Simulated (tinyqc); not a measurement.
Band edges of strained Si(1-x)Ge(x) on relaxed Si(1-y)Ge(y): sweeps and comparisons. A value that a table varies takes the place of the one given here.

Values are linear in the Ge fraction but for ED(x) = linear - CD x (1 - x) and a(x) = linear - Ca x (1 - x). Energies are on the common scale of Ev.

Coherent growth on a (001) face: e_par = (a(y) - a(x))/a(x), e_perp = -2 (C12/C11) e_par; exx = eyy = e_par, ezz = e_perp, no shear.

A valley with unit axis u lies at Ev + gap + (av + a_valley) tr(e) + Xu (u.e.u - tr(e)/3); the Delta axes are x, y, z and the L axes [111], [1-1-1], [-11-1], [-1-11]. The second-order shift of the Delta valleys under shear is left out; it lowers the pair normal to the sheared plane by tens of meV at a shear of 1 %.

Valence edges: Ev plus the levels of the 6 x 6 matrix of X, Y, Z times spin with -Dso/3 + l exx + m (eyy + ezz) on the diagonal (cyclic), n exy off it, l = av + 2 b, m = av - b, n = sqrt(3) d. Spin-orbit term (Dso/3) L.sigma on X, Y, Z with (L_k)_ij = -i epsilon_kij: <X+|H|Y+> = -i Dso/3, <X+|H|Z-> = Dso/3, <Y+|H|Z-> = -i Dso/3, <Z+|H|X-> = -Dso/3, <Z+|H|Y-> = i Dso/3, <X-|H|Y-> = i Dso/3, and their conjugates; + and - are the spin along z.

Coherent growth: e_par = (a(y) - a(x))/a(x). (001): e_perp = -2 (C12/C11) e_par; exx = eyy = e_par, ezz = e_perp, no shear. (111): e_perp = -(2 C11 + 4 C12 - 4 C44)/(C11 + 2 C12 + 4 C44) e_par; exx = eyy = ezz = (2 e_par + e_perp)/3 and exy = eyz = ezx = (e_perp - e_par)/3. (110): e_perp = -(C11 + 3 C12 - 2 C44)/(C11 + C12 + 2 C44) e_par; exx = eyy = (e_par + e_perp)/2, ezz = e_par, exy = (e_perp - e_par)/2, eyz = ezx = 0.

Values chosen for the exercise (end members near Si and Ge, in this order; not measured data): a = (5.43, 5.663) angstrom (lattice constant); Dso = (0.044, 0.286) eV (spin-orbit splitting); av = (2.43, 1.23) eV (valence hydrostatic potential); b = (-2.08, -2.57) eV (tetragonal shear potential); d = (-4.85, -5.25) eV (trigonal shear potential); C11 = (168.1, 128.2) GPa; C12 = (64.2, 48.3) GPa; C44 = (79.5, 67.2) GPa; Ev = (0, 0.6) eV (top of the unstrained valence band); ED = (1.145, 0.925) eV (gap to the Delta valleys); EL = (1.97, 0.753) eV (gap to the L valleys); aD = (1.81, 1.3) eV (hydrostatic potential of the Delta gap); aL = (-2.93, -2.96) eV (hydrostatic potential of the L gap); XuD = (9.33, 9.53) eV (uniaxial potential, Delta); XuL = (16.45, 15.18) eV (uniaxial potential, L); CD = 0.215 eV (bowing of the Delta gap); Ca = 0 angstrom (bowing of the lattice constant); face = 001 (growth face); y = 0.27 (Ge fraction of the relaxed buffer); x = 0.53 (Ge fraction of the layer).

## Composition of the layer

The buffer is kept. dEc = Ec(buffer) - Ec(layer), dEv = Ev(layer) - Ev(buffer); buffer edges Ev(y) and Ev(y) + min(ED, EL). The digit behind Delta or L counts whole valleys.

Results:

| x | e_par (%) | lowest valleys | gap (eV) | next valleys above (meV) | valence splitting (meV) | dEc (eV) | dEv (eV) |
|---|---|---|---|---|---|---|---|
| 0.00 | 1.16 | Delta2 | 0.971 | 191 | 116 | 0.127 | -0.054 |
| 0.12 | 0.64 | Delta2 | 1.004 | 106 | 59 | 0.076 | -0.037 |
| 0.23 | 0.17 | Delta2 | 1.034 | 28 | 14 | 0.022 | -0.012 |
| 0.35 | -0.34 | Delta4 | 0.980 | 56 | 24 | 0.010 | 0.053 |
| 0.47 | -0.84 | Delta4 | 0.891 | 140 | 52 | 0.018 | 0.135 |
| 0.59 | -1.34 | Delta4 | 0.808 | 222 | 75 | 0.016 | 0.219 |
| 0.70 | -1.79 | Delta4 | 0.738 | 298 | 93 | 0.006 | 0.299 |
| 0.82 | -2.28 | Delta4 | 0.667 | 289 | 113 | -0.012 | 0.388 |

The gap is 0.971 eV in the first row and 0.667 eV in the last, with its largest listed value, 1.034 eV, at x = 0.23. The lowest valleys change: Delta2 to Delta4 between x = 0.23 and 0.35. Per 0.1 of x the valence offset moves by +54 meV on average; the conduction offset lies between -12 and +127 meV, not monotonically. Both carriers sit on one side for x = 0.35, 0.47, 0.59 and 0.70, and on opposite sides elsewhere. Offsets below about 30 meV are within the spread of parameter sets, so those rows do not settle the type. Strains above 2 % can be kept only in layers of a few nanometres.

## Composition of the buffer

The layer is kept. dEc = Ec(buffer) - Ec(layer), dEv = Ev(layer) - Ev(buffer); buffer edges Ev(y) and Ev(y) + min(ED, EL). The digit behind Delta or L counts whole valleys.

Results:

| y | e_par (%) | lowest valleys | gap (eV) | next valleys above (meV) | valence splitting (meV) | dEc (eV) | dEv (eV) |
|---|---|---|---|---|---|---|---|
| 0.00 | -2.22 | Delta4 | 0.718 | 369 | 88 | 0.067 | 0.360 |
| 0.14 | -1.64 | Delta4 | 0.786 | 272 | 78 | 0.038 | 0.265 |
| 0.29 | -1.01 | Delta4 | 0.858 | 167 | 60 | 0.015 | 0.163 |
| 0.43 | -0.42 | Delta4 | 0.926 | 70 | 31 | 0.003 | 0.068 |
| 0.57 | 0.17 | Delta2 | 0.952 | 28 | 14 | 0.028 | -0.013 |
| 0.71 | 0.76 | Delta2 | 0.866 | 125 | 71 | 0.130 | -0.051 |
| 0.86 | 1.38 | Delta2 | 0.766 | 230 | 139 | 0.242 | -0.085 |
| 1.00 | 1.97 | Delta2 | 0.669 | 327 | 207 | 0.197 | -0.113 |

The gap is 0.718 eV in the first row and 0.669 eV in the last, with its largest listed value, 0.952 eV, at y = 0.57: it peaks near the match y = x, since strain of either sign narrows it. The lowest valleys change: Delta4 to Delta2 between y = 0.43 and 0.57. Per 0.1 of y the valence offset moves by -47 meV on average; the conduction offset lies between +3 and +242 meV, not monotonically. Both carriers sit on one side for y = 0.00, 0.14, 0.29 and 0.43, and on opposite sides elsewhere. Offsets below about 30 meV are within the spread of parameter sets, so those rows do not settle the type. Strains above 2 % can be kept only in layers of a few nanometres.

## The same layer on three faces

dEc = Ec(buffer) - Ec(layer), dEv = Ev(layer) - Ev(buffer); buffer edges Ev(y) and Ev(y) + min(ED, EL). The digit behind Delta or L counts whole valleys.

Results:

| face | e_par (%) | lowest valleys | gap (eV) | next valleys above (meV) | valence splitting (meV) | dEc (eV) | dEv (eV) | Delta spread (meV) | L spread (meV) |
|---|---|---|---|---|---|---|---|---|---|
| (001) | -1.09 | Delta4 | 0.849 | 181 | 64 | 0.018 | 0.177 | 181 | 0 |
| (111) | -1.09 | Delta6 | 0.903 | 374 | 64 | -0.030 | 0.170 | 0 | 216 |
| (110) | -1.09 | Delta2 | 0.853 | 76 | 65 | 0.018 | 0.172 | 76 | 170 |

On (001) only the Delta valleys split (181 meV), on (111) only the L valleys (216 meV), on (110) both (76 and 170 meV). The lowest valleys are Delta4 on (001), Delta6 on (111) and Delta2 on (110); the smallest gap is 0.849 eV on (001) and the largest 0.903 eV on (111).

## What each parameter does

dEc = Ec(buffer) - Ec(layer), dEv = Ev(layer) - Ev(buffer); buffer edges Ev(y) and Ev(y) + min(ED, EL). Each row changes one parameter from the base and keeps the others.

Results:

| case | gap (eV) | valence splitting (meV) | dEc (eV) | dEv (eV) |
|---|---|---|---|---|
| base | 0.8488 | 63.5 | 0.0179 | 0.1766 |
| x = 0.56 | 0.8282 | 69.1 | 0.0172 | 0.1978 |
| y = 0.3 | 0.8633 | 58.8 | 0.0143 | 0.1562 |
| CD = 0.265 eV | 0.8363 | 63.5 | 0.0205 | 0.1766 |
| Ev = (0, 0.69) eV | 0.8488 | 63.5 | -0.0055 | 0.2000 |
| av = (2.794, 1.414) eV | 0.8488 | 63.5 | 0.0215 | 0.1730 |
| d = (-5.577, -6.038) eV | 0.8488 | 63.5 | 0.0179 | 0.1766 |
| Dso = (0.051, 0.329) eV | 0.8488 | 66.9 | 0.0179 | 0.1766 |
| C12 = (73.83, 55.545) GPa | 0.8439 | 65.9 | 0.0176 | 0.1817 |

The largest shifts from the base row, up to three for each result and ties (the steps differ in size, so this ranks the rows, not the parameters). gap (eV): x -0.0205, y +0.0145, CD -0.0125; unchanged at the printed digits by Ev, av, d and Dso. valence splitting (meV): x +5.6, y -4.7, Dso +3.4; unchanged at the printed digits by CD, Ev, av and d. dEc (eV): Ev -0.0234, av +0.0036, y -0.0035; unchanged at the printed digits by d and Dso. dEv (eV): Ev +0.0234, x +0.0212, y -0.0204; unchanged at the printed digits by CD, d and Dso. The lowest valleys of the layer are Delta4, so among the conduction-band potentials only those of that family reach the gap and dEc; the buffer is unstrained. A shift large enough to swap the lowest family would change that.

Run: tinyqc, `OMP_NUM_THREADS=1 python tinyqc.py 1050138 1050139 out.jsonl`; Intel(R) Xeon(R) Processor @ 2.30GHz, one thread, shared host; about 0.01 s of CPU time with all checks.
